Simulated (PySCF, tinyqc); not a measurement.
Inside a calculation. Method: CIS and TDHF on RHF in the sto-6g basis, for H4, spin multiplicity 1. The lowest restricted solution is unstable here: a spin-polarised one lies 0.0106 hartree lower (PySCF). Computed by tinyqc, a small Python program that keeps every step (integrals from PySCF). Settings: charge = 0, multiplicity = 1, basis = sto-6g, method = RHF, energy threshold = 1e-10, iteration cap = 53, orthogonalisation = symmetric, start = Wolfsberg-Helmholz matrix, DIIS depth = 6, TDHF = 1. Command: `OMP_NUM_THREADS=1 python tinyqc.py 21224 21225 out.jsonl` (the two numbers bound the seeds that draw the settings). One thread of a shared host (Intel(R) Xeon(R) Processor @ 2.60GHz), about 0.1 s of CPU time with the checks. The early iterations of the SCF are left out here.

## One-electron integrals

Geometry (angstrom):
```
atom         x         y         z
H     0.000000  0.000000  0.000000
H     0.000000  0.000000  1.148000
H     0.000000  0.000000  2.269000
H     0.000000  0.000000  3.417000
```

Basis sto-6g: exponents (1/bohr^2) and contraction coefficients of normalised primitives:
```
element  l (shell)   exponent  coefficient
H            s (1)  35.523221     0.009164
H            s (1)   6.513144     0.049361
H            s (1)   1.822143     0.168538
H            s (1)   0.625955     0.370563
H            s (1)   0.243077     0.416492
H            s (1)   0.100112     0.130334
```

Overlap, kinetic and nuclear-attraction integrals over the contracted functions; the nuclear repulsion is the sum of Za Zb / Rab.

nuclear repulsion = 2.01527662 hartree

overlap S:
```
          1H 1s     2H 1s     3H 1s     4H 1s
1H 1s  1.000000  0.414194  0.077241  0.010069
2H 1s  0.414194  1.000000  0.428564  0.077241
3H 1s  0.077241  0.428564  1.000000  0.414194
4H 1s  0.010069  0.077241  0.414194  1.000000
```

kinetic energy T (hartree):
```
           1H 1s      2H 1s      3H 1s      4H 1s
1H 1s   0.768522   0.066665  -0.011765  -0.003155
2H 1s   0.066665   0.768522   0.073748  -0.011765
3H 1s  -0.011765   0.073748   0.768522   0.066665
4H 1s  -0.003155  -0.011765   0.066665   0.768522
```

nuclear attraction V (hartree):
```
           1H 1s      2H 1s      3H 1s      4H 1s
1H 1s  -2.080731  -0.830716  -0.147598  -0.017952
2H 1s  -0.830716  -2.388972  -0.920767  -0.147598
3H 1s  -0.147598  -0.920767  -2.388972  -0.830716
4H 1s  -0.017952  -0.147598  -0.830716  -2.080731
```

core Hamiltonian H = T + V (hartree):
```
           1H 1s      2H 1s      3H 1s      4H 1s
1H 1s  -1.312209  -0.764052  -0.159362  -0.021107
2H 1s  -0.764052  -1.620450  -0.847019  -0.159362
3H 1s  -0.159362  -0.847019  -1.620450  -0.764052
4H 1s  -0.021107  -0.159362  -0.764052  -1.312209
```

## Two-electron integrals

Functions are numbered as in S; the eight-fold symmetry (ij|kl) = (ji|kl) = (kl|ij) leaves the list below.

Two-electron integrals (ij|kl) in chemists' order, unique and non-zero (hartree):
```
(11|11) 0.774999   (21|11) 0.246617   (21|21) 0.105838   (22|11) 0.432560
(22|21) 0.246617   (22|22) 0.774999   (31|11) 0.033468   (31|21) 0.016026
(31|22) 0.043571   (31|31) 0.002870   (32|11) 0.133269   (32|21) 0.076651
(32|22) 0.257288   (32|31) 0.016566   (32|32) 0.114067   (33|11) 0.232914
(33|21) 0.129849   (33|22) 0.440445   (33|31) 0.033468   (33|32) 0.257288
(33|33) 0.774999   (41|11) 0.003363   (41|21) 0.001653   (41|22) 0.004659
(41|31) 0.000323   (41|32) 0.001992   (41|33) 0.004659   (41|41) 0.000040
(42|11) 0.018728   (42|21) 0.010306   (42|22) 0.033468   (42|31) 0.002356
(42|32) 0.016566   (42|33) 0.043571   (42|41) 0.000323   (42|42) 0.002870
(43|11) 0.077711   (43|21) 0.040895   (43|22) 0.129849   (43|31) 0.010306
(43|32) 0.076651   (43|33) 0.246617   (43|41) 0.001653   (43|42) 0.016026
(43|43) 0.105838   (44|11) 0.154864   (44|21) 0.077711   (44|22) 0.232914
(44|31) 0.018728   (44|32) 0.133269   (44|33) 0.432560   (44|41) 0.003363
(44|42) 0.033468   (44|43) 0.246617   (44|44) 0.774999
```

## Orthogonalisation

S = U s U^T; symmetric (Loewdin) form X = U s^(-1/2) U^T, so that X^T S X = 1.

eigenvalues of S: 0.384044  0.685189  1.177322  1.753445

X:
```
           1H 1s      2H 1s      3H 1s      4H 1s
1H 1s   1.077719  -0.251147   0.042801  -0.007376
2H 1s  -0.251147   1.171548  -0.278628   0.042801
3H 1s   0.042801  -0.278628   1.171548  -0.251147
4H 1s  -0.007376   0.042801  -0.251147   1.077719
```

## Iteration 9 (converged): orbitals

converged F (hartree):
```
           1H 1s      2H 1s      3H 1s      4H 1s
1H 1s  -0.207504  -0.416024  -0.109144   0.010676
2H 1s  -0.416024  -0.290200  -0.346637  -0.109144
3H 1s  -0.109144  -0.346637  -0.290200  -0.416024
4H 1s   0.010676  -0.109144  -0.416024  -0.207504
```

Diagonalise F' = X^T F X, C = X C', fill 2 alpha and 2 beta electrons from the bottom; D = 2 C_occ C_occ^T. Each column has its largest component positive (the first on a tie).

F' = X^T F X (hartree):
```
           1          2          3          4
1  -0.037580  -0.413116   0.050767   0.018670
2  -0.413116   0.020285  -0.341183   0.050767
3   0.050767  -0.341183   0.020285  -0.413116
4   0.018670   0.050767  -0.413116  -0.037580
```

orbital energies (hartree): MO1 -0.562454, MO2 -0.356124, MO3 0.222647, MO4 0.661343

coefficients C:
```
            MO1        MO2        MO3        MO4
1H 1s  0.297231   0.531524   0.711460  -0.591101
2H 1s  0.443637   0.382137  -0.472805   0.974001
3H 1s  0.443637  -0.382137  -0.472805  -0.974001
4H 1s  0.297231  -0.531524   0.711460   0.591101
```

D after iteration 9:
```
           1H 1s      2H 1s      3H 1s      4H 1s
1H 1s   0.741728   0.669955  -0.142506  -0.388344
2H 1s   0.669955   0.685685   0.101569  -0.142506
3H 1s  -0.142506   0.101569   0.685685   0.669955
4H 1s  -0.388344  -0.142506   0.669955   0.741728
```

## Convergence

Stop when the energy changes by less than 1e-10 hartree and every element of the error matrix X^T (F D S - S D F) X is below 3e-06.

Course of the cycle:
```
iteration  E (hartree)     change  largest element of the error matrix
1          -2.00970739          -                             1.31e-01
2          -2.04210793  -3.24e-02                             3.22e-02
3          -2.04369041  -1.58e-03                             1.10e-02
4          -2.04389573  -2.05e-04                             1.53e-04
5          -2.04389577  -4.19e-08                             4.54e-05
6          -2.04389577  -2.65e-09                             2.66e-05
7          -2.04389577  -6.95e-10                             1.88e-05
8          -2.04389577  -6.89e-10                             1.21e-07
9          -2.04389577  -1.60e-14                             2.34e-10
```

PySCF RHF in the same basis = -2.04389577 hartree

Converged in 9 iterations.

## Integrals over molecular orbitals

(pq|rs) = sum C_ip C_jq C_kr C_ls (ij|kl), one index at a time.

one-electron integrals over orbitals h = C^T H C (hartree):
```
           1          2          3          4
1  -1.693903   0.000000   0.147838   0.000000
2   0.000000  -1.446691   0.000000  -0.117382
3   0.147838   0.000000  -1.210482   0.000000
4   0.000000  -0.117382   0.000000  -0.977138
```

Two-electron integrals over orbitals (pq|rs), unique and non-zero (hartree):
```
(11|11) 0.468824    (21|21) 0.155357    (22|11) 0.408991    (22|22) 0.427942
(31|11) -0.078844   (31|22) 0.013053    (31|31) 0.109122    (32|21) 0.095100
(32|32) 0.140407    (33|11) 0.417373    (33|22) 0.423957    (33|31) 0.000398
(33|33) 0.440413    (41|21) 0.041985    (41|32) -0.059451   (41|41) 0.101001
(42|11) 0.080841    (42|22) -0.002315   (42|31) -0.102155   (42|33) -0.004041
(42|42) 0.107615    (43|21) -0.151181   (43|32) -0.097550   (43|41) -0.040233
(43|43) 0.162194    (44|11) 0.490472    (44|22) 0.433076    (44|31) -0.081868
(44|33) 0.446253    (44|42) 0.087987    (44|44) 0.537986
```

## CIS matrix, singlets

A(ia,jb) = (e_a - e_i) d_ij d_ab + 2 (ia|jb) - (ij|ab).

CIS matrix A, singlet (hartree):
```
           1>3       1>4       2>3        2>4
1>3   0.585973  0.000000  0.000000  -0.053128
1>4   0.000000  0.935326  0.032279   0.000000
2>3   0.000000  0.032279  0.435629   0.000000
2>4  -0.053128  0.000000  0.000000   0.799621
```

## CIS singlet states

dipole integrals <i|r|a> (bohr):
```
            x         y          z
1>3  0.000000  0.000000   0.000000
1>4  0.000000  0.000000   0.263150
2>3  0.000000  0.000000  -2.007960
2>4  0.000000  0.000000   0.000000
```

Diagonalise A (1 hartree = 27.211386 eV); each vector has its largest component positive (the first on a tie). The transition dipole is mu = sqrt2 sum c_ia <i|r|a>.

singlet excitation energies (eV): 11.797564  15.605484  22.098463  25.508031

lowest vectors:
```
       state 1   state 2    state 3   state 4
1>3   0.000000  0.973493  -0.228718  0.000000
1>4  -0.064197  0.000000   0.000000  0.997937
2>3   0.997937  0.000000   0.000000  0.064197
2>4   0.000000  0.228718   0.973493  0.000000
```

oscillator strengths 2/3 w |mu|^2: 2.360419  0.000000  0.000000  0.022343

## TDHF (RPA) singlet states

B(ia,jb) = 2 (ia|jb) - (ib|ja); the squared energies are the eigenvalues of (A - B)(A + B); 1 hartree = 27.211386 eV.

TDHF matrix B, singlet (hartree):
```
           1>3        1>4        2>3        2>4
1>3   0.109122   0.000000   0.000000  -0.144858
1>4   0.000000   0.101001  -0.016747   0.000000
2>3   0.000000  -0.016747   0.140407   0.000000
2>4  -0.144858   0.000000   0.000000   0.107615
```

squared energies w^2 (hartree^2): 0.167550  0.310555  0.612392  0.868666

TDHF energies from the positive w^2 (eV): 11.138388  15.164226  21.294400  25.361625

## CIS matrix, triplets

A(ia,jb) = (e_a - e_i) d_ij d_ab - (ij|ab).

CIS matrix A, triplet (hartree):
```
          1>3       1>4       2>3       2>4
1>3  0.367729  0.000000  0.000000  0.151181
1>4  0.000000  0.733325  0.151181  0.000000
2>3  0.000000  0.151181  0.154814  0.000000
2>4  0.151181  0.000000  0.000000  0.584391
```

## CIS triplet states

Diagonalise A (1 hartree = 27.211386 eV); each vector has its largest component positive (the first on a tie).

triplet excitation energies (eV): 3.202482  7.893269  18.015218  20.965015

lowest vectors:
```
       state 1    state 2   state 3   state 4
1>3   0.000000   0.889513  0.456911  0.000000
1>4  -0.238483   0.000000  0.000000  0.971147
2>3   0.971147   0.000000  0.000000  0.238483
2>4   0.000000  -0.456911  0.889513  0.000000
```

## TDHF (RPA) triplet states

B(ia,jb) = - (ib|ja); the squared energies are the eigenvalues of (A - B)(A + B); 1 hartree = 27.211386 eV.

TDHF matrix B, triplet (hartree):
```
           1>3        1>4        2>3        2>4
1>3  -0.109122   0.000000   0.000000   0.059451
1>4   0.000000  -0.101001   0.102155   0.000000
2>3   0.000000   0.102155  -0.140407   0.000000
2>4   0.059451   0.000000   0.000000  -0.107615
```

squared energies w^2 (hartree^2): -0.023165  0.058576  0.433315  0.579823

TDHF energies from the positive w^2 (eV): 6.585838  17.912339  20.720408

A + B or A - B has a negative eigenvalue: the restricted solution is unstable towards a spin-polarised one, a negative w^2 means an imaginary energy, and the lowest roots have no physical meaning.
